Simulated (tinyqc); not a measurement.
# Changing the width W

Model: thermal, flicker and telegraph noise of a field-effect transistor. Computed by tinyqc, a small Python program. Command: `OMP_NUM_THREADS=1 python tinyqc.py 3022988 3022989 out.jsonl noise sweep`. One thread of a shared host (Intel(R) Xeon(R) Processor @ 2.30GHz), about 0.01 s of CPU time with the checks.

Strong inversion, threshold roll-off and channel-length modulation left out; noise sources are uncorrelated and are given as one-sided spectral densities.

Inputs (values chosen for the exercise, modelled on a silicon n-channel):
```
quantity,value,unit
length L,130,nm
electrical oxide thickness t,1.5,nm
mobility mu,260,cm^2/(V s)
saturation velocity v_s,0.78,1e7 cm/s
overdrive V_ov,0.29,V
thermal noise factor gamma,1.2,-
oxide trap density N_t,3.2e+17,1/(eV cm^3)
oxide barrier phi,2.9,eV
oxide mass m_ox,0.47,m_0
Hooge parameter alpha_H,2.1e-06,-
frequency f,2000,Hz
temperature T,300,K
```

Operating region: saturation. Flicker model: Hooge.

Constants: eps_0 = 8.8541878128e-12 F/m; hbar = 1.054571817e-34 J s; m_0 = 9.1093837015e-31 kg; e = 1.602176634e-19 C; k_B = 8.617333262e-05 eV/K; k_B = 1.380649e-23 J/K.

Method:
- C_ox = 3.9 eps_0/t; V_c = 2 v_s L/mu; I = W C_ox v_s V_ov^2/(V_ov + V_c); g_m = W C_ox v_s V_ov (V_ov + 2 V_c)/(V_ov + V_c)^2; g_d0 = mu C_ox (W/L) V_ov.
- Tunnelling length lambda = hbar/(2 sqrt(2 m_ox phi)); flat-band noise S_Vfb = e^2 k_B T lambda N_t/(W L C_ox^2 f). Hooge: S_I = I^2 alpha_H/(f N), N = W L C_ox V_ov/e (the source-end density).
- Thermal: S_I = 4 k_B T gamma g_d0; input-referred S_V = S_I/g_m^2; corner f_c where flicker equals thermal.
- Total input noise from 1 Hz to f_c: sqrt(S_V,thermal [f_c ln(f_c/1 Hz) + f_c - 1 Hz]).
- Active traps per decade of time constant: N_dec = N_t k_B T W L lambda ln(10); a single trap at the interface shifts the threshold by e/(W L C_ox) and the current by g_m times that; tunnelling depth for frequency f, z = lambda ln(1/(2 pi f tau_0)), tau_0 = 1e-10 s.

One run for each value:
```
width W (micrometre),input noise up to f_c (microvolt),input-referred thermal noise (nV/sqrt(Hz)),corner frequency f_c (Hz),traps per decade
0.0073,142.44,71.667,2.9089e+05,1.5112e-03
0.019,88.29,44.422,2.9089e+05,3.9331e-03
0.051,53.89,27.114,2.9089e+05,1.0557e-02
0.14,32.53,16.365,2.9089e+05,2.8981e-02
0.36,20.28,10.205,2.9089e+05,7.4523e-02
0.95,12.49,6.282,2.9089e+05,1.9666e-01
2.5,7.70,3.873,2.9089e+05,5.1752e-01
6.6,4.74,2.383,2.9089e+05,1.3663e+00
```

Over the rows, input noise up to f_c (microvolt) falls from 142 to 4.74 (exponent d ln y / d ln x about -0.50 throughout); input-referred thermal noise (nV/sqrt(Hz)) falls from 71.7 to 2.38 (exponent d ln y / d ln x about -0.50 throughout); corner frequency f_c (Hz) does not change. The exponent of input-referred thermal noise stays at -0.50: parallel devices average. The exponent of corner frequency f_c stays at 0: both noises scale as 1/W at the input.
